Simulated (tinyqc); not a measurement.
## A square-lattice strip 2 sites wide, recursive Green functions: the device repeated

The device has N = 3 slices of 2 site(s), nearest-neighbour hopping -t, and site energies U; the leads are semi-infinite continuations with site energy 0. V = <i+1|H|i> = -t 1.

Transverse modes n = 1..2: chi_n(j) = sqrt(2/3) sin(pi n j/3), energy e_n = -2 t cos(pi n/3). Sigma = t^2 sum_n chi_n chi_n^T g(E - e_n), g(x) = (x - i sqrt(4 t^2 - x^2))/(2 t^2) for |x| < 2 t and (x - sign(x) sqrt(x^2 - 4 t^2))/(2 t^2) otherwise; Gamma = i (Sigma - Sigma^dagger); both leads give the same. Forward pass: g_1 = (E - H_1 - Sigma)^(-1), g_i = (E - H_i - V g_(i-1) V^dagger)^(-1), with Sigma also subtracted on the last slice; G_(i,1) = g_i V G_(i-1,1), starting from g_1. H_i is the block of slice i: its site energies on the diagonal and -t between neighbouring rows. T(E) = Tr[Gamma G_(N,1) Gamma G_(N,1)^dagger]. The list U is repeated k times, so the device has k N slices.

Inputs (values chosen for the exercise): hopping (matrix element -t) t = 1 eV; site energies, slice by slice (2 a slice) U = [0.17, 0.24, -0.01, -0.11, 0.07, -0.24] eV; energy E = -2.43 eV.

The device repeated:
```
k     T(E)    ln T(E)
1   0.9557   -0.04533
2   0.9224   -0.08076
3   0.9699   -0.03054
4   0.9973  -0.002735
5   0.9426   -0.05909
6   0.9270   -0.07583
8   0.9896   -0.01043
10  0.9356   -0.06659
12  0.9782   -0.02202
```

What does the comparison show?

T(E) moves between 0.922 and 0.997 and does not die away: at least one band of the periodic structure that the repeats form is open at this energy.

Program tinyqc, `OMP_NUM_THREADS=1 python tinyqc.py 2660115 2660116 out.jsonl`; Intel Xeon 2.30GHz, shared host, one thread, about 0.01 s.
